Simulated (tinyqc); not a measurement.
Plane-wave Kohn-Sham cycle with exchange-only LDA in a layered model solid, step by step. One step of it, computed by the program tinyqc.

Question. Iteration 1: potential. V_H(G) = 4 pi rho(G)/G^2 for G != 0 (uniform background); v_x = -(3 rho/pi)^(1/3); V = V_ext + V_H + v_x; Fourier components f(G_m) = (1/N) sum_j f(x_j) exp(-i G_m x_j).

A solid whose potential varies along x alone (atomic units):
```
parameter                      value
period a                    7.800000
cross-section of the cell  22.000000
electrons per cell                 2
grid points                       16
plane waves -n..n, n               2
k points                           4
V1 in V1 cos(2 pi x/a)     -0.200000
V2 in V2 cos(4 pi x/a)     -0.190000
```

density at the start, on the grid x_j = j a/N (e/bohr^3): 0.01165501  0.01165501  0.01165501  0.01165501  0.01165501  0.01165501  0.01165501  0.01165501  0.01165501  0.01165501  0.01165501  0.01165501  0.01165501  0.01165501  0.01165501  0.01165501

Give: Potentials on the grid; V(G_m), m = 0, 1, 2, ....

Answer.

Potentials on the grid (hartree):
```
x         V_ext     V_H      v_x        V
0.0000  -0.3900  0.0000  -0.2233  -0.6133
0.4875  -0.3191  0.0000  -0.2233  -0.5424
0.9750  -0.1414  0.0000  -0.2233  -0.3647
1.4625   0.0578  0.0000  -0.2233  -0.1655
1.9500   0.1900  0.0000  -0.2233  -0.0333
2.4375   0.2109  0.0000  -0.2233  -0.0124
2.9250   0.1414  0.0000  -0.2233  -0.0818
3.4125   0.0504  0.0000  -0.2233  -0.1728
3.9000   0.0100  0.0000  -0.2233  -0.2133
4.3875   0.0504  0.0000  -0.2233  -0.1728
4.8750   0.1414  0.0000  -0.2233  -0.0818
5.3625   0.2109  0.0000  -0.2233  -0.0124
5.8500   0.1900  0.0000  -0.2233  -0.0333
6.3375   0.0578  0.0000  -0.2233  -0.1655
6.8250  -0.1414  0.0000  -0.2233  -0.3647
7.3125  -0.3191  0.0000  -0.2233  -0.5424
```

V(G_m), m = 0, 1, 2, ... (hartree): -0.2233  -0.1000  -0.0950  0.0000  0.0000
